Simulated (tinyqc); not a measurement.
Electron-beam lithography: double-Gaussian proximity function, edge placement and dose correction for parallel lines. Changing the pattern density around the test line. Computed by tinyqc, a small Python program. Command: `OMP_NUM_THREADS=1 python tinyqc.py 3111167 3111168 out.jsonl proximity sweep`. One thread of a shared host (Intel(R) Xeon(R) Processor @ 2.30GHz), about 0.01 s of CPU time with the checks.

Lines are infinitely long. Absorbed energy is counted so that the middle of a very large area written at dose 1 receives 1; the resist develops where it exceeds 1/2.

Inputs (values chosen for the exercise, of the order of those for 30 keV electrons in resist on silicon):
```
quantity                value               unit
forward range alpha     0.028         micrometre
backscatter ratio eta    0.81                  -
base dose D0              130  microcoulomb/cm^2
beam current             0.12                 nA
pixel size                 10                 nm
width of the test line   0.18         micrometre
```

Constants: e = 1.602176634e-19 C.

Method. A test line of width w << beta in surroundings of density rho, all at dose d: near its edge E(x) = d [S + eta rho]/(1 + eta), S = [erf((b - x)/alpha) - erf((a - x)/alpha)]/2 for edges a and b, the second term being the background energy. Dose to size d_s = (1 + eta)/(erf(w/alpha) + 2 eta rho), dose = d_s D0; edge slope d [1 - exp(-w^2/alpha^2)]/(sqrt(pi) alpha (1 + eta)); width change per 1 % of dose = 2 x 0.01 x (1/2)/slope. With dose = d_s D0: electrons per pixel N = dose x pixel area/e; relative noise 1/sqrt(N); time per cm^2 of pattern area = dose x density/current; pixel rate = current/(dose x pixel area).

One run for each value; columns: (1) pattern density around the test line; (2) dose to size d_s; (3) width change per 1 % of dose (nm); (4) background energy; (5) writing time per cm^2 (h):
```
(1)    (2)    (3)     (4)    (5)
0.0  1.810  0.496  0.0000    0.0
0.1  1.558  0.577  0.0697   46.9
0.2  1.367  0.657  0.1224   82.3
0.3  1.218  0.737  0.1635  110.0
0.4  1.098  0.818  0.1966  132.2
0.5  1.000  0.898  0.2238  150.5
0.6  0.918  0.979  0.2465  165.7
0.8  0.788  1.139  0.2822  189.8
0.9  0.736  1.220  0.2966  199.4
```

Give the missing row, pattern density around the test line = 0.7.

Computed row; columns: (1) pattern density around the test line; (2) dose to size d_s; (3) width change per 1 % of dose (nm); (4) background energy; (5) writing time per cm^2 (h):
```
(1)    (2)    (3)     (4)    (5)
0.7  0.848  1.059  0.2657  178.7
```

Interpolating between the two neighbouring rows (linearly) misses most in dose to size d_s, by 0.58 %. Over the rows, dose to size d_s falls from 1.81 to 0.736; width change per 1 % of dose (nm) rises from 0.496 to 1.22; background energy rises from 0 to 0.297. For w well above alpha d_s is 1 at rho = 1/2 and 1 + eta = 1.81 at rho = 0; a lower dose over a higher background flattens the edge.
